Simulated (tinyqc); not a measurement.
Stoner model of a band ferromagnet: one step. The paramagnetic state and the Stoner criterion. Two cases, with inputs chosen for the exercise.

Task: Find EF from nd/2 states per spin, D(EF) and the product I D(EF); below 1 the susceptibility is enhanced by 1/(1 - I D).

Density of states per atom and spin: triangular, D(e) = (4 M/W^2) (W/2 - |e|). Levels e -/+ I m/2 for up and down spin, m = n_up - n_down, n_up + n_down = nd. At zero temperature e(N) is the energy below which N states lie, and E(m) = sum over spins of integral e D de - I m^2/4.

Case 1.

Values chosen: W = 4 eV (band width, e from -W/2 to W/2); M = 5 (states per atom and spin); nd = 9.33 (electrons per atom); I = 1 eV (Stoner parameter).

Case 2.

Values chosen: W = 4.9 eV (band width, e from -W/2 to W/2); M = 5 (states per atom and spin); nd = 6.68 (electrons per atom); I = 0.57 eV (Stoner parameter).

Give: EF; D(EF); I D(EF).

Result:

Case 1.

EF = 1.2679 eV
D(EF) = 0.9152 1/eV
I D(EF) = 0.9152

The paramagnet is locally stable, with a susceptibility enhanced 11.79 times.

Case 2.

EF = 0.4536 eV
D(EF) = 1.6630 1/eV
I D(EF) = 0.9479

The paramagnet is locally stable, with a susceptibility enhanced 19.19 times.

Computed by tinyqc, one run a case: `OMP_NUM_THREADS=1 python tinyqc.py N N+1 out.jsonl` with N = 1650535, 1651248; one thread of a shared Intel(R) Xeon(R) Processor @ 2.30GHz, about 0.2 s a run at most.
